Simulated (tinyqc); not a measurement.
Bloch-Grueneisen resistivity of a metal: one step, computed by the program tinyqc. Command: `OMP_NUM_THREADS=1 python tinyqc.py 3001660 3001661 out.jsonl bg walk`. One thread of a shared host (Intel(R) Xeon(R) Processor @ 2.30GHz), about 0.01 s of CPU time with the checks.

Electrons scatter from a Debye spectrum of phonons (n = 5 for scattering within one band, n = 3 for scattering into a second, heavy band) and from static defects.

Task: The integral and the phonon part. J_n(y) = int_0^y x^n e^x/(e^x - 1)^2 dx, by 96 Gauss-Legendre points (upper limit at most 60). rho_ph = (n - 1) rho_1 (T/Theta)^n J_n(Theta/T), with rho_1 = 2 pi lambda_tr k_B Theta/(hbar eps_0 w_p^2), the high-temperature line at T = Theta.

Inputs (values chosen for the exercise, modelled on copper): exponent n = 5; Debye temperature Theta = 342 K; temperature T = 295 K.

Addition: none.

rho_1 = 2.047348 microohm cm

Give: Theta/T; J_n; phonon resistivity rho_ph.

Result:

Theta/T = 1.159

J_n = 0.4195

phonon resistivity rho_ph = 1.640 microohm cm

This is 92.9 % of the straight line rho_1 T/Theta.
